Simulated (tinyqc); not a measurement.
# Admittance spectroscopy of a deep trap, step by step

tinyqc, about 0.01 s, one thread, Intel Xeon 2.30GHz (shared host): `OMP_NUM_THREADS=1 python tinyqc.py 2050011 2050012 out.jsonl` Printed values are rounded.

Schottky contact on an n-type layer with shallow donors Nd (all ionised) and a donor-like deep trap, neutral when filled and positive when empty; depletion approximation. Traps within lam of the depletion edge stay filled. The traps at xt = W - lam, where the level crosses the Fermi level, follow a slow signal and not a fast one. w = 2 pi f.

Parameters, values chosen for the exercise; material values close to those of gallium nitride:
- eps_r = 9.62 (relative permittivity)
- Nc = 2.34e18 cm^-3 (conduction-band density of states at 300 K)
- vth = 2.6e7 cm/s (thermal velocity at 300 K)
- Nd = 5e15 cm^-3 (shallow donor density)
- Vbi = 1 V (built-in voltage)
- Et = 0.1 eV (depth of the trap below the conduction edge)
- sn = 2.6e-15 cm^2 (capture cross-section)
- Nt = 3e14 cm^-3 (trap density)
- Vr = 0 V (reverse bias)
- f = 1500 Hz (signal frequency)
- T = 77 K (temperature)

Constants: q = 1.602176634e-19 C, kB = 1.380649e-23 J/K, eps0 = 8.8541878128e-14 F/cm where lengths are in cm. Results are converted to the units shown.

Range of the model: Below about 110 K shallow donors begin to freeze out, which the model ignores.

## Widths and limiting capacitances

lam = sqrt(2 eps0 eps_r (EF - ET)/(q Nd)), EF - ET = Et - (kB T/q) ln(Nc(T)/Nd), Nc(T) = Nc (T/300 K)^1.5. In the steady state at the band bending V, 2 eps0 eps_r V/q = Nd W^2 + Nt (W - lam)^2 (the second term only if W > lam). V = Vbi + Vr. C_HF = eps0 eps_r/W, C_LF = eps0 eps_r (Nd + Nt)/(Nd W + Nt xt).

lam = 124.371 nm
W = 454.020 nm
xt = 329.649 nm
C_HF = 18.7607 nF/cm^2
C_LF = 19.0562 nF/cm^2

The step is 1.57 % of C_HF.

## Admittance at the signal frequency

Emission rate en = sn vth(T) Nc(T) exp(-Et/kB T) = sn g T^2 exp(-Et/kB T), g = vth Nc/(300 K)^2, as vth goes as T^0.5 and Nc as T^1.5 (degeneracy factor 1). Inflection frequency w0 = 2 en [1 + Nt xt/(Nd W)]; C = C_HF + (C_LF - C_HF)/(1 + (w/w0)^2), G/w = (C_LF - C_HF)(w/w0)/(1 + (w/w0)^2).

en = 2969.85 1/s
w0/(2 pi) = 986.516 Hz
C = 18.8499 nF/cm^2
G/w = 0.135654 nF/cm^2

The signal lies near the inflection, where the loss is largest.
